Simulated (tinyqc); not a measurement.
Three-phonon processes in a diatomic chain: dispersion, energy and momentum conservation, and decay channels of optical phonons: one step, computed by the program tinyqc. Command: `OMP_NUM_THREADS=1 python tinyqc.py 3120838 3120839 out.jsonl threeph walk`. One thread of a shared host (Intel(R) Xeon(R) Processor @ 2.30GHz), about 0.04 s of CPU time with the checks.

Cell length a, two atoms, one spring constant. x = q a/pi runs from -1 to 1; A and O are the acoustic and optical branches. Matrix elements are not computed: only conservation laws and occupation factors are followed.

Task: Dispersion. omega^2 = k (1/m + 1/M) -/+ k sqrt((1/m + 1/M)^2 - 4 sin^2(pi x/2)/(m M)); nu = 15.6333042 THz x sqrt(omega^2) for eV/(angstrom^2 u).

Inputs (values chosen for the exercise, for a model chain): light mass m = 69.7 u; heavy mass M = 475 u; spring constant k = 4.2 eV/angstrom^2.

Constants: nu for 1 eV/(angstrom^2 u) = 15.6333042 THz.

Give: the table «Branches» with the columns nu_A (THz), nu_O (THz), for x = 0.10, 0.20, 0.35, 0.50, 0.65, 0.80, 0.90, 1.00.

Result:

Branches:

| x | nu_A (THz) | nu_O (THz) |
|---|---|---|
| 0.10 | 0.304 | 5.804 |
| 0.20 | 0.603 | 5.780 |
| 0.35 | 1.031 | 5.720 |
| 0.50 | 1.415 | 5.637 |
| 0.65 | 1.734 | 5.547 |
| 0.80 | 1.961 | 5.471 |
| 0.90 | 2.049 | 5.439 |
| 1.00 | 2.079 | 5.427 |
